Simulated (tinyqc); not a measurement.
Worked calculation: UHF in the sto-3g basis, for BeH2, spin multiplicity 1. One step of it, computed by the program tinyqc.

Question. Iteration 2: building the Fock matrix. J_ij = sum D_kl (ij|kl) with D = D(alpha) + D(beta), K_ij = sum D_kl (ik|jl) for each spin; F = H + J - K(s); E = tr D H + tr D J / 2 - 0.5 sum_s tr D(s) K(s) + E_nn.

D(alpha) after iteration 1, lower triangle:
```
            1Be 1s    1Be 2s   1Be 2px    1Be 2py   1Be 2pz      2H 1s     3H 1s
1Be 1s    1.030535
1Be 2s   -0.086957  0.307005
1Be 2px  -0.026701  0.066697  0.014550
1Be 2py   0.000000  0.000000  0.000000   0.263117
1Be 2pz  -0.002191  0.005472  0.001194   0.000000  0.000098
2H 1s    -0.091397  0.218734  0.047748   0.205433  0.003917   0.317101
3H 1s    -0.091397  0.218734  0.047748  -0.205433  0.003917  -0.003690  0.317101
```

D(beta) after iteration 1, lower triangle:
```
            1Be 1s     1Be 2s    1Be 2px    1Be 2py    1Be 2pz      2H 1s     3H 1s
1Be 1s    1.030535
1Be 2s   -0.086957   0.307005
1Be 2px   0.026701  -0.066697   0.014550
1Be 2py   0.000000   0.000000   0.000000   0.263117
1Be 2pz   0.002191  -0.005472   0.001194   0.000000   0.000098
2H 1s    -0.091397   0.218734  -0.047748   0.205433  -0.003917   0.317101
3H 1s    -0.091397   0.218734  -0.047748  -0.205433  -0.003917  -0.003690  0.317101
```

core Hamiltonian H = T + V (hartree), lower triangle:
```
            1Be 1s     1Be 2s    1Be 2px    1Be 2py    1Be 2pz      2H 1s      3H 1s
1Be 1s   -8.642468
1Be 2s   -2.133474  -2.830465
1Be 2px   0.000000   0.000000  -2.286852
1Be 2py   0.000000   0.000000   0.000000  -2.514367
1Be 2pz   0.000000   0.000000   0.000000   0.000000  -2.286852
2H 1s    -0.547256  -1.255989   0.000000  -1.303868   0.000000  -2.200038
3H 1s    -0.547256  -1.255989   0.000000   1.303868   0.000000  -0.118214  -2.200038
```

Two-electron integrals (ij|kl) in chemists' order, unique and non-zero (hartree):
```
(11|11) 2.298831    (21|11) 0.392036    (21|21) 0.079539    (22|11) 0.570988
(22|21) 0.143041    (22|22) 0.417683    (31|31) 0.014607    (32|31) 0.021888
(32|32) 0.092265    (33|11) 0.569578    (33|21) 0.143083    (33|22) 0.417589
(33|33) 0.449859    (41|41) 0.014607    (42|41) 0.021888    (42|42) 0.092265
(43|43) 0.024249    (44|11) 0.569578    (44|21) 0.143083    (44|22) 0.417589
(44|33) 0.401360    (44|44) 0.449859    (51|51) 0.014607    (52|51) 0.021888
(52|52) 0.092265    (53|53) 0.024249    (54|54) 0.024249    (55|11) 0.569578
(55|21) 0.143083    (55|22) 0.417589    (55|33) 0.401360    (55|44) 0.401360
(55|55) 0.449859    (61|11) 0.098300    (61|21) 0.019927    (61|22) 0.036100
(61|33) 0.035837    (61|41) 0.001786    (61|42) 0.003340    (61|44) 0.036646
(61|55) 0.035837    (61|61) 0.005242    (62|11) 0.219391    (62|21) 0.055662
(62|22) 0.174719    (62|33) 0.168327    (62|41) 0.007320    (62|42) 0.043228
(62|44) 0.187345    (62|55) 0.168327    (62|61) 0.015412    (62|62) 0.105146
(63|31) 0.005349    (63|32) 0.024416    (63|43) 0.007671    (63|63) 0.010229
(64|11) 0.228734    (64|21) 0.058783    (64|22) 0.193631    (64|33) 0.182172
(64|41) 0.011986    (64|42) 0.067600    (64|44) 0.216353    (64|55) 0.182172
(64|61) 0.017089    (64|62) 0.133071    (64|64) 0.174819    (65|51) 0.005349
(65|52) 0.024416    (65|54) 0.007671    (65|65) 0.010229    (66|11) 0.384392
(66|21) 0.099340    (66|22) 0.347703    (66|33) 0.322434    (66|41) 0.016026
(66|42) 0.119558    (66|44) 0.397965    (66|55) 0.322434    (66|61) 0.028370
(66|62) 0.261011    (66|64) 0.351992    (66|66) 0.774606    (71|11) 0.098300
(71|21) 0.019927    (71|22) 0.036100    (71|33) 0.035837    (71|41) -0.001786
(71|42) -0.003340   (71|44) 0.036646    (71|55) 0.035837    (71|61) 0.004777
(71|62) 0.012998    (71|64) 0.013172    (71|66) 0.022826    (71|71) 0.005242
(72|11) 0.219391    (72|21) 0.055662    (72|22) 0.174719    (72|33) 0.168327
(72|41) -0.007320   (72|42) -0.043228   (72|44) 0.187345    (72|55) 0.168327
(72|61) 0.012998    (72|62) 0.056787    (72|64) 0.056863    (72|66) 0.104729
(72|71) 0.015412    (72|72) 0.105146    (73|31) 0.005349    (73|32) 0.024416
(73|43) -0.007671   (73|63) 0.004486    (73|73) 0.010229    (74|11) -0.228734
(74|21) -0.058783   (74|22) -0.193631   (74|33) -0.182172   (74|41) 0.011986
(74|42) 0.067600    (74|44) -0.216353   (74|55) -0.182172   (74|61) -0.013172
(74|62) -0.056863   (74|64) -0.054313   (74|66) -0.102897   (74|71) -0.017089
(74|72) -0.133071   (74|74) 0.174819    (75|51) 0.005349    (75|52) 0.024416
(75|54) -0.007671   (75|65) 0.004486    (75|75) 0.010229    (76|11) 0.020081
(76|21) 0.004964    (76|22) 0.013960    (76|33) 0.013737    (76|44) 0.014399
(76|55) 0.013737    (76|61) 0.001258    (76|62) 0.005996    (76|64) 0.006754
(76|66) 0.012265    (76|71) 0.001258    (76|72) 0.005996    (76|74) -0.006754
(76|76) 0.000475    (77|11) 0.384392    (77|21) 0.099340    (77|22) 0.347703
(77|33) 0.322434    (77|41) -0.016026   (77|42) -0.119558   (77|44) 0.397965
(77|55) 0.322434    (77|61) 0.022826    (77|62) 0.104729    (77|64) 0.102897
(77|66) 0.193802    (77|71) 0.028370    (77|72) 0.261011    (77|74) -0.351992
(77|76) 0.012265    (77|77) 0.774606
```

nuclear repulsion = 3.29524271 hartree

Give: Coulomb J; exchange K(alpha); exchange K(beta); F(alpha); F(beta); total energy of this density.

Answer.

Coulomb J (hartree), lower triangle:
```
         1Be 1s  1Be 2s  1Be 2px  1Be 2py  1Be 2pz  2H 1s  3H 1s
1Be 1s    6.444
1Be 2s    1.253   2.654
1Be 2px   0.000   0.000    2.581
1Be 2py   0.000   0.000    0.000    2.790
1Be 2pz   0.000   0.000    0.000    0.000    2.580
2H 1s     0.317   1.163    0.000    1.321    0.000  2.479
3H 1s     0.317   1.163    0.000   -1.321    0.000  0.092  2.479
```

exchange K(alpha) (hartree), lower triangle:
```
         1Be 1s  1Be 2s  1Be 2px  1Be 2py  1Be 2pz  2H 1s  3H 1s
1Be 1s    2.316
1Be 2s    0.408   0.445
1Be 2px  -0.001   0.048    0.085
1Be 2py   0.000   0.000    0.000    0.502
1Be 2pz   0.000   0.004    0.001    0.000    0.079
2H 1s     0.105   0.311    0.029    0.348    0.002  0.580
3H 1s     0.105   0.311    0.029   -0.348    0.002  0.017  0.580
```

exchange K(beta) (hartree), lower triangle:
```
         1Be 1s  1Be 2s  1Be 2px  1Be 2py  1Be 2pz  2H 1s  3H 1s
1Be 1s    2.316
1Be 2s    0.408   0.445
1Be 2px   0.001  -0.048    0.085
1Be 2py   0.000   0.000    0.000    0.502
1Be 2pz   0.000  -0.004    0.001    0.000    0.079
2H 1s     0.105   0.311   -0.029    0.348   -0.002  0.580
3H 1s     0.105   0.311   -0.029   -0.348   -0.002  0.017  0.580
```

F(alpha) (hartree), lower triangle:
```
         1Be 1s  1Be 2s  1Be 2px  1Be 2py  1Be 2pz   2H 1s   3H 1s
1Be 1s   -4.514
1Be 2s   -1.288  -0.622
1Be 2px   0.001  -0.048    0.210
1Be 2py   0.000   0.000    0.000   -0.226
1Be 2pz   0.000  -0.004    0.000    0.000    0.215
2H 1s    -0.336  -0.404   -0.029   -0.331   -0.002  -0.301
3H 1s    -0.336  -0.404   -0.029    0.331   -0.002  -0.043  -0.301
```

F(beta) (hartree), lower triangle:
```
         1Be 1s  1Be 2s  1Be 2px  1Be 2py  1Be 2pz   2H 1s   3H 1s
1Be 1s   -4.514
1Be 2s   -1.288  -0.622
1Be 2px  -0.001   0.048    0.210
1Be 2py   0.000   0.000    0.000   -0.226
1Be 2pz   0.000   0.004    0.000    0.000    0.215
2H 1s    -0.336  -0.404    0.029   -0.331    0.002  -0.301
3H 1s    -0.336  -0.404    0.029    0.331    0.002  -0.043  -0.301
```

total energy of this density = -15.54947 hartree
